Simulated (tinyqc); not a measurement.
IGBT as a p-i-n diode in series with a MOS channel, on-state and switching loss: two steps of the calculation.

High injection (n = p) in a drift layer from x = -W/2 (anode) to +W/2 (cathode side), recombination only in the layer with lifetime tau, ideal emitters. The channel feeds the cathode side and carries the whole current. Auger recombination, carrier-carrier scattering, emitter losses and the carrier dip under the p body are left out.

Parameters, values chosen for the exercise; material values close to those of silicon: temperature T = 300 K; band gap Eg = 1.11 eV; conduction-band density of states at T Nc = 2.75e19 cm^-3; valence-band density of states at T Nv = 2.69e19 cm^-3; doping of the drift layer Nd = 1.5e14 cm^-3; high-injection lifetime tau = 0.37 us; current density J = 150 A/cm^2; channel and accumulation resistance Rch = 1.6 mohm cm^2.

Constants: q = 1.602176634e-19 C, kB = 1.380649e-23 J/K, Vt = kB T/q. Results are converted to the units shown.

Question 1. Carrier profile. n(x) = (tau J/(2 q La))[cosh(x/La)/sinh y - B sinh(x/La)/cosh y]. x/La = (2 x/W) y.

2 x/W, point 0 to 8: -1  -0.75  -0.5  -0.25  0  0.25  0.5  0.75  1
B = 0.48936170
La = 26.149816 um
y = 1.1472356

Give: n.

Answer 1.

n, point 0 to 8 (cm^-3): 1.076e17  8.333e16  6.601e16  5.415e16  4.678e16  4.328e16  4.336e16  4.704e16  5.461e16

The density is 1.97 times higher at the anode than at the cathode side, since holes are the slower carriers; its smallest listed value is 289 times Nd.

Question 2. On-state voltage. Vm = Vt [(8 b/(b + 1)^2)(sinh y/s) arctan(s sinh y) + B ln((1 + B tanh^2 y)/(1 - B tanh^2 y))], s = sqrt(1 - B^2 tanh^2 y); Vj = Vt ln(n(-W/2) n(W/2)/ni^2), ni = sqrt(Nc Nv) exp(-Eg/(2 Vt)), Eg in volts; Vc = J Rch; Von = Vm + Vj + Vc.

b = 2.9166667
B = 0.48936170
La = 26.149816 um
y = 1.1472356

Give: Vm; Vj; Vc; Von.

Answer 2.

Vm = 0.064115 V
Vj = 0.80641 V
Vc = 0.24000 V
Von = 1.1105 V

Vm does not depend on J, since the carrier density grows with it. Junctions, layer and channel take 73, 5.8 and 22 % of Von.

Computed by the program tinyqc: `OMP_NUM_THREADS=1 python tinyqc.py 2590068 2590069 out.jsonl`, one thread of a shared Intel Xeon 2.30GHz, about 0.01 s for the whole run.
